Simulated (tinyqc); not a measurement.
Worked calculation: velocity overshoot from momentum and energy balance equations after a field step. Computed by tinyqc, a small Python program that keeps every step. Command: `OMP_NUM_THREADS=1 python tinyqc.py 3006652 3006653 out.jsonl overshoot walk`. One thread of a shared host (Intel(R) Xeon(R) Processor @ 2.30GHz), about 0.03 s of CPU time with the checks. Intermediate numbers are printed to about 6 digits and carried at full precision; extremes and crossings named in words are read from the listed rows.

At t = 0 the field jumps from 0 to F in a uniform sample. v is the drift velocity and u = w - (3/2) k_B T the excess energy per carrier.

Inputs (values chosen for the exercise, modelled on holes in silicon except for tau_E):

| quantity | value | unit |
|---|---|---|
| effective mass m | 0.39 | m_0 |
| low-field mobility mu_0 | 450 | cm^2/(V s) |
| saturation velocity v_s | 0.89 | 1e7 cm/s |
| energy relaxation time tau_E | 0.26 | ps |
| field after the step F | 120 | kV/cm |
| lattice temperature T | 300 | K |
| time step dt | 52 | fs |

Scheme: explicit Euler.

Constants: m_0 = 9.1093837015e-31 kg; e = 1.602176634e-19 C; k_B = 8.617333262e-05 eV/K.

## Constants and steady state

dv/dt = e F/m - v/tau_m(u), du/dt = e F v - u/tau_E, tau_m(u) = tau_0/(1 + c u), tau_0 = m mu_0/e, c = mu_0/(e tau_E v_s^2); this choice gives the steady state v (1 + mu_0 F v/v_s^2) = mu_0 F, which saturates at v_s. Steady velocity v = 2 mu_0 F/(1 + sqrt(1 + 4 (mu_0 F/v_s)^2)); u = e F v tau_E; carrier temperature T + 2u/(3 k_B), neglecting the drift energy m v^2/2.

tau_0 = 99.7828 fs

c = 21.8504 1/eV

acceleration e F/m = 0.0541175 1e7 cm/s per fs

steady velocity = 0.819674 1e7 cm/s

steady excess energy = 0.255738 eV

steady carrier temperature = 2278.48 K

tau_E/tau_0 = 2.61, and in the steady state tau_m has shrunk to 15.1 fs.

## First four steps

dv/dt = e F/m - v/tau_m(u), du/dt = e F v - u/tau_E, tau_m(u) = tau_0/(1 + c u), tau_0 = m mu_0/e, c = mu_0/(e tau_E v_s^2); this choice gives the steady state v (1 + mu_0 F v/v_s^2) = mu_0 F, which saturates at v_s. Step: v_new = v + dt (e F/m - v/tau_m(u)), u_new = u + dt (e F v - u/tau_E). Start v = u = 0; the distance adds dt (v + v_new)/2.

Steps:

| step | t (fs) | v (1e7 cm/s) | u (eV) | tau_m (fs) |
|---|---|---|---|---|
| 1 | 52 | 2.8141 | 0.000000 | 99.7828 |
| 2 | 104 | 4.1617 | 0.175601 | 20.6293 |
| 3 | 156 | -3.5145 | 0.400171 | 10.2406 |
| 4 | 208 | 17.1458 | 0.100830 | 31.1511 |

After the first step u is still 0, below the drift energy m v^2/2, because the explicit scheme uses the old v: an error of the finite time step.

## The whole transient

Run to 8 times the larger of tau_E and tau_0, but at most 20001 steps, and stop early if |v| > 1000 v_s or u < -1/(2c); the run is accepted if the last v is within 0.5 % of the steady value.

Selected steps, the peak among them:

| step | t (fs) | v (1e7 cm/s) | u (eV) | distance (nm) |
|---|---|---|---|---|
| 1 | 52 | 2.81411e+00 | 0.0000 | 7.31669e+00 |
| 2 | 104 | 4.16170e+00 | 0.1756 | 2.54538e+01 |
| 3 | 156 | -3.51452e+00 | 0.4002 | 2.71365e+01 |
| 4 | 208 | 1.71458e+01 | 0.1008 | 6.25778e+01 |
| 5 | 260 | -8.66124e+00 | 1.1506 | 8.46376e+01 |
| 6 | 312 | 1.12141e+02 | 0.3800 | 3.53684e+02 |
| 8 | 416 | 3.54412e+04 | -20.9100 | 9.05631e+04 |

peak velocity = 35441.2 1e7 cm/s

time of the peak = 416 fs

distance at the peak = 90563.1 nm

last relative deviation from the steady velocity = 43237.1

peak over steady velocity = 43238.1

The run fails. Linearised at the steady state the two equations have the rates -0.0623 and -0.0075 per fs; the explicit step is stable only for dt < 2 |Re|/|rate|^2 = 32.1 fs, against dt = 52 fs.

Reruns converge with time step dt = 5.2; or with scheme = implicit in the damping.
